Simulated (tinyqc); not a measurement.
Thin film between two gates, subbands and threshold shift from confinement: confinement against the film thickness.

Undoped body with a flat potential across it, hard walls, transport along x. Three valley pairs (g = 2 each) with the longitudinal mass along x, y or z. Non-parabolicity enters the subband edges through E (1 + al E) = gamma, so E = 2 gamma/(1 + sqrt(1 + 4 al gamma)); motion within a subband is taken as parabolic with the band-edge mass. Energies are counted from the bulk band edge.

gamma = C (pi k/(t + dl))^2/mz, C = hbar^2/(2 m0). Each subband has N_k = g sqrt(mx my) m0 kB T/(pi hbar^2); without degeneracy n = exp(EF/Vt) sum N_k exp(-E_k/Vt). Classical value Nc times t, Nc = sum over valleys of 2 g (m m0 kB T/(2 pi hbar^2))^1.5 with m = (mx my mz)^(1/3). Threshold shift dVT = Vt ln(classical value/sum N_k exp(-E_k/Vt)). With degeneracy n = sum N_k F((EF - E_k)/Vt), F(x) = ln(1 + exp(x)); gate: Vg = EF + q n/(Cg P), P = 2 (both faces), summed over the 60 lowest subbands at most, with Vg counted from the value that would put EF at the bulk band edge of an empty body. The last two columns are for Vg = 0.6 V; sensitivity d(dVT)/dt by central differences between 0.99 and 1.01 times the value.

Parameters, values chosen for the exercise; masses close to those of silicon: temperature T = 200 K; longitudinal mass ml = 0.913 m0; transverse mass mt = 0.192 m0; non-parabolicity al = 0 1/eV; widening of the box by penetration into the insulator dl = 0.3 nm; gate capacitance per area of interface Cg = 3.4 uF/cm^2.

Constants: q = 1.602176634e-19 C, kB = 1.380649e-23 J/K, hbar = 1.054571817e-34 J s, m0 = 9.1093837015e-31 kg, Vt = kB T/q, hbar^2/(2 m0) = 0.0380998212 eV nm^2. Results are converted to the units shown.

Results:
```
t (nm)  E_1 (meV)  gap to the next edge (meV)  dVT (mV)  sensitivity (mV/nm)  n/P (cm^-2)  share of the lowest subband (%)
2           77.86                       233.6     79.31               -59.09     8.763e12                            99.99
2.7         45.76                       137.3     52.37               -24.19     9.397e12                            95.14
3.6         27.08                       81.24     38.30               -10.08     1.031e13                            67.66
4.7         16.47                       49.42     29.83               -6.429     1.105e13                            45.93
6.3         9.455                       28.37     20.92               -4.640     1.159e13                            31.66
8.4         5.441                       16.32     13.73               -2.396     1.193e13                            23.37
15          1.759                       5.278     6.360              -0.5129     1.240e13                            13.07
20         0.9994                       2.998     4.537              -0.2595     1.258e13                            9.732
```

Estimate the missing row, t = 11 nm.

Computed row:
```
t (nm)  E_1 (meV)  gap to the next edge (meV)  dVT (mV)  sensitivity (mV/nm)  n/P (cm^-2)  share of the lowest subband (%)
11          3.225                       9.676     9.412               -1.137     1.217e13                            17.91
```

With this row back in the table: As t grows from 2 to 20 nm, E_1 falls from 77.9 to 0.999 meV and dVT falls from 79.3 to 4.54 mV. E_1 goes as t^(-1.77) at the thin end (-2 for a parabolic band without penetration); a thickness error of 0.2 nm moves the threshold by 12 mV in the first row and 0.052 mV in the last. The charge per interface area rises from 8.76e12 to 1.26e13 cm^-2. For t = 2, 2.7 the body is too thin for bulk effective masses to be reliable. In every row the charge in the last two columns would bend the potential across the body noticeably, which is left out.

Numbers from tinyqc (`OMP_NUM_THREADS=1 python tinyqc.py 2350093 2350094 out.jsonl`; about 0.1 s on one thread of a shared Intel Xeon 2.30GHz).
